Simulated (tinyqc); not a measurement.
# Voltage drop against the factor on the load at the hot node

A grid of 13 by 13 nodes with segments Rx (rows) and Ry (columns); every node draws I1 and the central node kh I1; pads with resistance Rp sit at the nodes whose row and column are multiples of the pitch, counting from 0. The drops u = Vdd - V follow from G u = i, with G the conductance matrix and i the load currents, solved directly. Here the pitch is 6.

Parameters, values chosen for the exercise:
- Vdd = 0.65 V (supply voltage)
- Rx = 0.58 ohm (resistance of a horizontal segment)
- Ry = 0.23 ohm (resistance of a vertical segment)
- Rp = 0.59 ohm (resistance from a pad node to the supply)
- I1 = 0.48 mA (load current of a node in the large grid)

Voltage drop against the factor on the load at the hot node:

| kh | pads | worst drop (mV) | mean drop (mV) | largest drop at a pad (mV) | largest pad current (mA) | worst drop over Vdd (%) |
|---|---|---|---|---|---|---|
| 1 | 9 | 7.850 | 7.202 | 6.423 | 10.89 | 1.208 |
| 2 | 9 | 7.897 | 7.240 | 6.518 | 11.05 | 1.215 |
| 5 | 9 | 8.043 | 7.354 | 6.805 | 11.53 | 1.237 |
| 10 | 9 | 8.286 | 7.544 | 7.283 | 12.34 | 1.275 |
| 20 | 9 | 8.782 | 7.924 | 8.239 | 13.96 | 1.351 |
| 50 | 9 | 11.11 | 9.065 | 11.11 | 18.82 | 1.709 |
| 100 | 9 | 15.89 | 10.96 | 15.89 | 26.93 | 2.444 |

What does the comparison show?

The worst drop rises from 7.85 to 15.9 mV and the mean drop rises from 7.20 to 11.0 mV. The central node is itself a pad. The drops are linear in the loads, so the mean grows by 0.0380 mV for each unit of kh in every row.

Computed by the program tinyqc: `OMP_NUM_THREADS=1 python tinyqc.py 2770185 2770186 out.jsonl`, one thread of a shared Intel Xeon 2.30GHz, about 0.08 s for the whole run.
